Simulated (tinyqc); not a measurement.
Reflectance at normal incidence against thickness.

Normal incidence on air, film (n1) and substrate (N2 = n2 - i k2): r01 = (1 - n1)/(1 + n1), r12 = (n1 - N2)/(n1 + N2), amplitude (r01 + r12 X)/(1 + r01 r12 X), X = exp(-4 pi i n1 d/lam), R its squared modulus, phase from 0 to 360 degrees.

Parameters, values chosen for the exercise:
```
symbol   value  unit                                  meaning
lam        800    nm                               wavelength
n1         1.3                  index of the transparent film
n2       3.692                         index of the substrate
k2      0.0065        extinction coefficient of the substrate
```

Result of one run:
```
d (nm)  R (%)  phase of the reflected amplitude (degrees)
116     17.17                                       60.08
```

What becomes of these results when the film thickness d is changed from 116 to 271 nm, all else the same?

Result of the changed run:
```
d (nm)  R (%)  phase of the reflected amplitude (degrees)
271     30.88                                       211.7
```

The whole series:
```
d (nm)  R (%)  phase of the reflected amplitude (degrees)
0       32.92                                       179.9
39      30.60                                       146.0
78      24.35                                       107.6
116     17.17                                       60.08
155     13.84                                       357.9
194     17.57                                       296.5
232     24.81                                       249.8
271     30.88                                       211.7
310     32.91                                       178.0
```

R goes from 32.9 through a minimum of 13.8 (at d = 155 nm among the rows listed) to 32.9 %. At a quarter wave, d = 154 nm, R = 13.8 %; for a transparent substrate it would vanish for n1 = sqrt(n2) = 1.92.

Computed by the program tinyqc: `OMP_NUM_THREADS=1 python tinyqc.py 2870103 2870104 out.jsonl`, one thread of a shared Intel Xeon 2.30GHz, about 0.4 s for the whole run.
